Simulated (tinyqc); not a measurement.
Reflectance across the plasma edge: free-carrier optics of a doped semiconductor (Drude model with one polar phonon).

eps(E) = ei [1 - Ep^2/(E^2 + i E Gam)] + (es - ei) wT^2/(wT^2 - E^2 - i E gT), with Ep^2 = 8 pi c (e^2/(4 pi eps0)) N/(m ei), c = hbar^2/2m0, N in 1/angstrom^3 (1e-24 per 1/cm^3); Gam = hbar/tau, tau = mu m m0/e with m0/e = 5.685630e-12 kg/C and mu in m^2/(V s). Energies in meV.

n + i k = sqrt(eps1 + i eps2) with k >= 0; R = ((n - 1)^2 + k^2)/((n + 1)^2 + k^2) at normal incidence from vacuum; alpha = 2 E k/(hbar c), times 1e8 for 1/cm; loss function Im(-1/eps) = eps2/(eps1^2 + eps2^2).

Constants: hbar^2/2m0 = 3.80998211 eV angstrom^2; e^2/(4 pi eps0) = 14.39964547 eV angstrom; hbar = 6.58211957e-16 eV s; hbar c = 1973.269805 eV angstrom.

Values chosen for the exercise (mass and dielectric values near those of InAs; N and mu are free inputs; interband absorption and the rise of the mass with filling are left out; shifted at random, so the results belong to these values and not to a real crystal): N = 2e+17 1/cm^3 (carrier density); m = 0.0261 m0 (conductivity mass); mu = 11000 cm^2/(V s) (mobility); ei = 12.44 (high-frequency dielectric constant); wT = 26.5 meV (TO phonon); es = 15.08 (static dielectric constant); gT = 0.3 meV (phonon damping).

Spectrum:
```
E (meV)     eps1    eps2      R  alpha (1/cm)
2.9      -413.18  595.53  0.933      7.01e+03
8.7       -99.51   53.27  0.913      9.09e+03
14.6      -29.82   12.75  0.872      8.26e+03
20.4       -5.52    4.97  0.624      5.26e+03
24.8       16.81    4.52  0.380      1.37e+03
29.1      -12.58    2.47  0.905      1.05e+04
32.1       -3.30    1.43  0.712      6.04e+03
36.4        1.59    0.92  0.040      1.30e+03
43.7        5.42    0.52  0.161           497
58.3        8.66    0.22  0.243           219
145.7      11.85    0.01  0.302          29.9
```

Give the missing row, E (meV) = 87.4.

Computed row:
```
E (meV)   eps1  eps2      R  alpha (1/cm)
87.4     10.79  0.06  0.284          87.2
```

Ep = 29.1 meV and Gam = 4.0 meV. R is 0.933 at the lowest energy and lowest, 0.040, at 36.4 meV of those listed; without damping and phonon it would vanish at Ep sqrt(ei/(ei - 1)) = 30.4 meV. At the highest energy R is 0.302, against 0.312 for ei alone. Between the last two rows alpha goes as E^-2.09, where the Drude limit far above Ep and Gam is E^-2. The phonon adds its own band of high reflectance between wT = 26.5 meV and about wL = 29.2 meV, which the rows may miss.

Program tinyqc; command `OMP_NUM_THREADS=1 python tinyqc.py 1652234 1652235 out.jsonl`; about 0.01 s on one thread of a shared Intel(R) Xeon(R) Processor @ 2.30GHz.
